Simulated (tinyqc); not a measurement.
Capacitance of parallel on-chip lines from Laplace's equation on a mesh: two steps of the calculation.

Cross-section of an endless row of equal lines between two grounded planes; neighbours are driven in antiphase (+1 V and -1 V), so the plane midway between two lines is at 0 V. By symmetry one quarter is solved: x runs from the centre of a line (column 0, mirror) to that midplane (column 5, 0 V), y from the mid-height of the line (row 0, mirror) to the ground plane (row 3, 0 V). The line fills columns 0 to 2 and rows 0 to 1 at 1 V. Cells beside the line (below row 1) have e2, cells above have e1. Each link between nodes has the conductance g = mean permittivity of the two cells beside it (a cell beyond a mirror counts as 0), and the free nodes obey sum g (V_neighbour - V) = 0.

Values chosen for this exercise:
```
symbol  value  unit                                          meaning
e1        3.9        relative permittivity above and below the lines
e2        2.7                relative permittivity between the lines
om        1.4                                 over-relaxation factor
```

Question 1. Link conductances. gx[j, i] joins node (row j, column i) to column i + 1, gy[j, i] to row j + 1.

Give: gx; gy.

Answer 1.

gx:
```
	col 0	col 1	col 2	col 3	col 4
row 0	1.350	1.350	1.350	1.350	1.350
row 1	3.300	3.300	3.300	3.300	3.300
row 2	3.900	3.900	3.900	3.900	3.900
row 3	1.950	1.950	1.950	1.950	1.950
```

gy:
```
	col 0	col 1	col 2	col 3	col 4	col 5
row 0	1.350	2.700	2.700	2.700	2.700	1.350
row 1	1.950	3.900	3.900	3.900	3.900	1.950
row 2	1.950	3.900	3.900	3.900	3.900	1.950
```

Question 2. Relaxation sweep. One sweep visits the free nodes row by row from row 0, left to right, and replaces V by V + om (weighted mean of the neighbours - V), using new values at once.

V at the start (V):
```
	col 0	col 1	col 2	col 3	col 4	col 5
row 0	1	1	1	0	0	0
row 1	1	1	1	0	0	0
row 2	0	0	0	0	0	0
row 3	0	0	0	0	0	0
```

gx:
```
	col 0	col 1	col 2	col 3	col 4
row 0	1.35	1.35	1.35	1.35	1.35
row 1	3.3	3.3	3.3	3.3	3.3
row 2	3.9	3.9	3.9	3.9	3.9
row 3	1.95	1.95	1.95	1.95	1.95
```

gy:
```
	col 0	col 1	col 2	col 3	col 4	col 5
row 0	1.35	2.7	2.7	2.7	2.7	1.35
row 1	1.95	3.9	3.9	3.9	3.9	1.95
row 2	1.95	3.9	3.9	3.9	3.9	1.95
```

Give: V after sweep 1.

Answer 2.

V after sweep 1 (V):
```
	col 0	col 1	col 2	col 3	col 4	col 5
row 0	1.0000	1.0000	1.0000	0.3500	0.1225	0.0000
row 1	1.0000	1.0000	1.0000	0.4502	0.1927	0.0000
row 2	0.3500	0.4725	0.5154	0.3380	0.1857	0.0000
row 3	0.0000	0.0000	0.0000	0.0000	0.0000	0.0000
```

Numbers from tinyqc (`OMP_NUM_THREADS=1 python tinyqc.py 2790112 2790113 out.jsonl`; about 1 s on one thread of a shared Intel Xeon 2.30GHz).
